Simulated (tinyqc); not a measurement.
Thin-body transistor below threshold, two-dimensional Poisson equation on a small mesh: effect of the channel length.

A thin body on a thick buried insulator of low permittivity, taken as carrying no normal field at the bottom of the body (row 0). Mobile charge is neglected (subthreshold), the body is fully depleted, and potentials are counted from the intrinsic level; rows run upward to the gate, columns from source to drain.

Mesh: rows i = 0..12 in the semiconductor (step hs = tb/12, row 12 on the interface), then 8 step(s) ho = tox/8 up to the gate row 20; columns j = 0..80 (step hy = L/80). Box integration, divided by eps0: up_i = eps hy/h of the interval above row i, dn_i = that of the interval below (0 for row 0), lat_i = (sum of eps h/2 over the intervals above and below)/hy, s_i = -q Na w_i hy/eps0 with w_i the semiconductor height of the box (hs/2 for row 0 and the interface row, hs between, 0 in the insulator). Each free node obeys (up + dn + 2 lat) psi = up psi(above) + dn psi(below) + lat [psi(left) + psi(right)] + s. Fixed values: gate row Vg - Vfb; column 0 at Vbi and the last column at Vbi + Vd in the semiconductor, each running linearly to Vg - Vfb across the insulator. The system is solved directly. On row 0 the minimum of psi and its place come from a parabola through the three lowest nodes; barrier = Vbi - minimum, swing = Vt ln 10/(d psi/dVg), DIBL = (d psi/dVd)/(d psi/dVg) there. Lambda = pi/k with k the smallest positive root of tan(k tox) tan(k tb) = eox/eps_r.

Parameters, values chosen for the exercise; semiconductor permittivity close to that of silicon: temperature T = 300 K; relative permittivity of the semiconductor eps_r = 11.5; relative permittivity of the insulator eox = 9; body thickness tb = 6 nm; insulator thickness tox = 4 nm; acceptor density of the depleted body Na = 0 cm^-3; potential of the source Vbi = 0.46 V; gate offset Vfb = 0.05 V; gate voltage Vg = 0.1 V; drain voltage Vd = 0.7 V.

Constants: q = 1.602176634e-19 C, kB = 1.380649e-23 J/K, Vt = kB T/q, eps0 = 8.8541878128e-14 F/cm where lengths are in cm. Results are converted to the units shown.

Effect of the channel length:
```
L (nm)  L/Lambda  barrier (V)  place y/L  swing (mV/decade)  DIBL (mV/V)
19        0.8792      0.06129     0.2700              168.2        338.3
24         1.111       0.1512     0.3415              108.4        192.4
29         1.342       0.2248     0.3761              86.91        116.8
35         1.620       0.2885     0.4002              74.83        67.70
42         1.943       0.3364     0.4179              67.89        37.59
51         2.360       0.3716     0.4327              63.61        18.45
62         2.869       0.3927     0.4447              61.30        8.019
76         3.517       0.4037     0.4549              60.16        2.853
```

Read the table: what changes, and by how much?

As L goes from 19 to 76 nm, the barrier rises from 0.0613 to 0.404 V, the swing falls from 168 to 60.2 mV a decade and DIBL falls from 338 to 2.85 mV/V; the ideal swing is 59.5. L/Lambda goes from 0.88 to 3.5. Between the last two rows DIBL decays with a length of 13.5 nm; 2 Lambda/pi is 13.8 nm. For L = 19 to 24 nm the barrier is under 6 Vt, so mobile charge, neglected here, begins to count.

Numbers from tinyqc (`OMP_NUM_THREADS=1 python tinyqc.py 2480122 2480123 out.jsonl`; about 0.1 s on one thread of a shared Intel Xeon 2.30GHz).
